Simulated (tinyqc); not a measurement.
Empirical pseudopotential in a few plane waves, step by step. Computed by tinyqc, a small Python program that keeps every step. Settings: plane-wave index or count = 15. Command: `OMP_NUM_THREADS=1 python tinyqc.py 21564 21565 out.jsonl` (the two numbers bound the seeds that draw the settings). One thread of a shared host (Intel(R) Xeon(R) Processor @ 2.60GHz), about 0.3 s of CPU time with the checks.

## Bloch Hamiltonian at k

Parameters chosen for this model: fcc lattice, atoms at +/- a/8 (1,1,1); form factors in rydberg at |G|^2 in units of (2 pi/a)^2:
```
parameter                 value      unit
a                      6.320000  angstrom
VS(3)                 -0.218000        Ry
VS(8)                  0.041000        Ry
VS(11)                 0.055000        Ry
VA(3)                  0.115000        Ry
VA(4)                  0.069000        Ry
VA(11)                 0.012000        Ry
hbar^2/2m (2 pi/a)^2   3.765724        eV
```

k point k (2 pi / a): [0.010000, 0.130000, 0.140000]

Basis: the 15 shortest G (labels in 2 pi/a), the same at every k. H(G,G') = c |k + G|^2 delta + VS(|G-G'|^2) cos((G-G').tau) + i VA sin((G-G').tau), tau = a/8 (1,1,1); 1 Ry = 13.605693 eV.

H(k) at k (eV), order +0+0+0, -1-1-1, -1-1+1, -1+1-1, -1+1+1, +1-1-1, +1-1+1, +1+1-1, +1+1+1, -2+0+0, +0-2+0, +0+0-2, +0+0+2, +0+2+0, +2+0+0:
```
[[0.137826, 2.097308+1.106378i, -2.097308+1.106378i, -2.097308+1.106378i, -2.097308-1.106378i, -2.097308+1.106378i, -2.097308-1.106378i, -2.097308-1.106378i, 2.097308-1.106378i, 0.000000+0.938793i, 0.000000+0.938793i, 0.000000+0.938793i, 0.000000-0.938793i, 0.000000-0.938793i, 0.000000-0.938793i],
 [2.097308-1.106378i, 9.326192, 0.000000-0.938793i, 0.000000-0.938793i, -0.557833, 0.000000-0.938793i, -0.557833, -0.557833, 0.000000, -2.097308-1.106378i, -2.097308-1.106378i, -2.097308-1.106378i, -0.529137+0.115448i, -0.529137+0.115448i, -0.529137+0.115448i],
 [-2.097308-1.106378i, 0.000000+0.938793i, 11.434998, 0.557833, 0.000000-0.938793i, 0.557833, 0.000000-0.938793i, 0.000000, -0.557833, -2.097308+1.106378i, -2.097308+1.106378i, 0.529137+0.115448i, 2.097308-1.106378i, -0.529137-0.115448i, -0.529137-0.115448i],
 [-2.097308-1.106378i, 0.000000+0.938793i, 0.557833, 11.284369, 0.000000-0.938793i, 0.557833, 0.000000, 0.000000-0.938793i, -0.557833, -2.097308+1.106378i, 0.529137+0.115448i, -2.097308+1.106378i, -0.529137-0.115448i, 2.097308-1.106378i, -0.529137-0.115448i],
 [-2.097308+1.106378i, -0.557833, 0.000000+0.938793i, 0.000000+0.938793i, 13.393175, 0.000000, 0.557833, 0.557833, 0.000000-0.938793i, 2.097308+1.106378i, -0.529137+0.115448i, -0.529137+0.115448i, -2.097308-1.106378i, -2.097308-1.106378i, 0.529137-0.115448i],
 [-2.097308-1.106378i, 0.000000+0.938793i, 0.557833, 0.557833, 0.000000, 9.476821, 0.000000-0.938793i, 0.000000-0.938793i, -0.557833, 0.529137+0.115448i, -2.097308+1.106378i, -2.097308+1.106378i, -0.529137-0.115448i, -0.529137-0.115448i, 2.097308-1.106378i],
 [-2.097308+1.106378i, -0.557833, 0.000000+0.938793i, 0.000000, 0.557833, 0.000000+0.938793i, 11.585627, 0.557833, 0.000000-0.938793i, -0.529137+0.115448i, 2.097308+1.106378i, -0.529137+0.115448i, -2.097308-1.106378i, 0.529137-0.115448i, -2.097308-1.106378i],
 [-2.097308+1.106378i, -0.557833, 0.000000, 0.000000+0.938793i, 0.557833, 0.000000+0.938793i, 0.557833, 11.434998, 0.000000-0.938793i, -0.529137+0.115448i, -0.529137+0.115448i, 2.097308+1.106378i, 0.529137-0.115448i, -2.097308-1.106378i, -2.097308-1.106378i],
 [2.097308+1.106378i, 0.000000, -0.557833, -0.557833, 0.000000+0.938793i, -0.557833, 0.000000+0.938793i, 0.000000+0.938793i, 13.543803, -0.529137-0.115448i, -0.529137-0.115448i, -0.529137-0.115448i, -2.097308+1.106378i, -2.097308+1.106378i, -2.097308+1.106378i],
 [0.000000-0.938793i, -2.097308+1.106378i, -2.097308-1.106378i, -2.097308-1.106378i, 2.097308-1.106378i, 0.529137-0.115448i, -0.529137-0.115448i, -0.529137-0.115448i, -0.529137+0.115448i, 15.050093, 0.557833, 0.557833, -0.557833, -0.557833, 0.000000],
 [0.000000-0.938793i, -2.097308+1.106378i, -2.097308-1.106378i, 0.529137-0.115448i, -0.529137-0.115448i, -2.097308-1.106378i, 2.097308-1.106378i, -0.529137-0.115448i, -0.529137+0.115448i, 0.557833, 13.242546, 0.557833, -0.557833, 0.000000, -0.557833],
 [0.000000-0.938793i, -2.097308+1.106378i, 0.529137-0.115448i, -2.097308-1.106378i, -0.529137-0.115448i, -2.097308-1.106378i, -0.529137-0.115448i, 2.097308-1.106378i, -0.529137+0.115448i, 0.557833, 0.557833, 13.091917, 0.000000, -0.557833, -0.557833],
 [0.000000+0.938793i, -0.529137-0.115448i, 2.097308+1.106378i, -0.529137+0.115448i, -2.097308+1.106378i, -0.529137+0.115448i, -2.097308+1.106378i, 0.529137+0.115448i, -2.097308-1.106378i, -0.557833, -0.557833, 0.000000, 17.309528, 0.557833, 0.557833],
 [0.000000+0.938793i, -0.529137-0.115448i, -0.529137+0.115448i, 2.097308+1.106378i, -2.097308+1.106378i, -0.529137+0.115448i, 0.529137+0.115448i, -2.097308+1.106378i, -2.097308-1.106378i, -0.557833, 0.000000, -0.557833, 0.557833, 17.158899, 0.557833],
 [0.000000+0.938793i, -0.529137-0.115448i, -0.529137+0.115448i, -0.529137+0.115448i, 0.529137+0.115448i, 2.097308+1.106378i, -2.097308+1.106378i, -2.097308+1.106378i, -2.097308-1.106378i, 0.000000, -0.557833, -0.557833, 0.557833, 0.557833, 15.351351]]
```

## Levels at k

Diagonalise the Hermitian matrix.

eigenvalues (eV): [-4.387027, 5.863365, 6.238835, 6.361941, 10.364565, 11.374980, 11.530325, 11.768636, 13.715292, 13.966669, 16.667724, 18.479311, 18.983013, 19.432153, 22.462359]

## Bands along a path

The same steps at evenly spaced points between the labelled ones.

Bands along the path (eV), lowest eight:
```
k            band 1    band 2    band 3    band 4     band 5     band 6     band 7     band 8
L         -3.275331  3.030436  6.166315  6.166315  10.075767  11.926447  11.926447  16.138746
L-G 0.25  -3.673235  3.514505  6.087303  6.087303  10.076386  11.871003  11.871003  15.211904
L-G 0.50  -4.077942  4.499318  6.166224  6.166224  10.292622  11.895530  11.895530  13.117211
L-G 0.75  -4.364952  5.692465  6.311416  6.311416  10.361048  11.624205  11.624205  11.626555
G         -4.467225  6.386434  6.386434  6.386434   9.910905  11.409548  11.409548  11.409548
G-X 0.25  -4.330763  5.704075  6.161028  6.161028  10.733230  11.012329  11.960605  11.960605
G-X 0.50  -3.946824  4.533354  5.747707  5.747707  10.367340  11.246144  13.340793  13.340793
G-X 0.75  -3.404848  3.528879  5.486928  5.486928  10.010672  10.487588  15.197027  15.197027
X         -2.887099  2.999016  5.541868  5.541868  10.068764  10.157288  17.384486  17.384486
```

With 4 band(s) filled, the highest filled level on these points lies at G and the lowest empty one at G: a gap of 3.5245 eV, direct. This holds for the small fixed basis; with all plane waves up to |k + G|^2 = 21 (2 pi/a)^2 the gap along the path is 3.42 eV.

## Convergence with the number of plane waves

Levels at G counted from the fourth one.

Levels (eV):
```
plane waves     level 1   level 5   level 8
9            -13.065963  1.877586  3.202117
15           -10.853660  3.524471  5.023113
27            -9.827275  3.447217  5.268540
51            -9.561115  3.348624  5.358717
59            -9.548343  3.396769  5.089768
65            -9.549996  3.397429  5.056917
89            -9.539442  3.402329  5.068918
```
